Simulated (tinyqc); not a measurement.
Inside a calculation. Model: hexagonal on-chip spiral inductor, lumped pi model.

tinyqc, about 0.01 s, one thread, Intel Xeon 2.30GHz (shared host): `OMP_NUM_THREADS=1 python tinyqc.py 2302183 2302184 out.jsonl` Printed values are rounded.

Outer diameter do = di + 2 n wd + 2 (n - 1) sp, mean da = (do + di)/2, fill p = (do - di)/(do + di), length l = 3.464 n da. L = 2.33 mu0 n^2 da/(1 + 3.82 p), mu0 = 4 pi 1e-7 H/m. Rs = rho l/(wd delta (1 - exp(-th/delta))), delta = sqrt(rho/(pi f mu0)). Cs = n wd^2 eps0 eo/hu across the coil. At each end Cox = l wd eps0 eo/(2 ho) leads to the substrate branch Rsi = 2 rs he/(l wd) in parallel with Csi = l wd eps0 11.7/(2 he). With one end grounded Y = 1/(Rs + i w L) + i w Cs + 1/[1/(i w Cox) + 1/(1/Rsi + i w Csi)], w = 2 pi f; Q = -Im Y/Re Y. Eddy currents in neighbouring turns and in the substrate are left out.

Inputs (values chosen for the exercise); values of the order met in silicon radio-frequency processes: number of turns n = 3.5; line width wd = 8 um; space between turns sp = 2 um; inner diameter di = 60 um; metal thickness th = 3.4 um; metal resistivity rho = 1.9 uohm cm; oxide below the coil ho = 8.1 um; oxide between coil and underpass hu = 1.4 um; relative permittivity of the oxide eo = 3; substrate resistivity rs = 1000 ohm cm; effective spreading depth in the substrate he = 50 um; frequency f = 2.2 GHz.

Constants: eps0 = 8.8541878128e-12 F/m. Results are converted to the units shown.

## Geometry and model elements

do, l, L, delta, Rs, Cs, Cox, Rsi and Csi as defined.

do = 126 um
l = 1127.532 um
L = 1.416135 nH
delta = 1.479059 um
Rs = 2.012563 ohm
Cs = 4.250010 fF
Cox = 14.79019 fF
Rsi = 1.108616e5 ohm
Csi = 9.344444 fF

Rs is 2.56 times the direct-current value in this empirical form, which overstates the skin effect of a flat slab when delta is near th and so stands in for some current crowding.

## Admittance, quality factor and apparent inductance

Series branch 1/(Rs + i w L), substrate branch, total Y, Q = -Im Y/Re Y, apparent inductance Im(1/Y)/w, metal-only value w L/Rs, share of the loss in the substrate Re(substrate branch)/Re Y.

series branch = 5.19719-50.55059i mS
substrate branch = 0.00338507+0.07924848i mS
Y = 5.20057-50.41260i mS
Q = 9.693661
apparent inductance = 1.419911 nH
w L/Rs = 9.726527
share of the loss in the substrate = 0.06509032 %

Q is 99.7 % of the metal-only value.
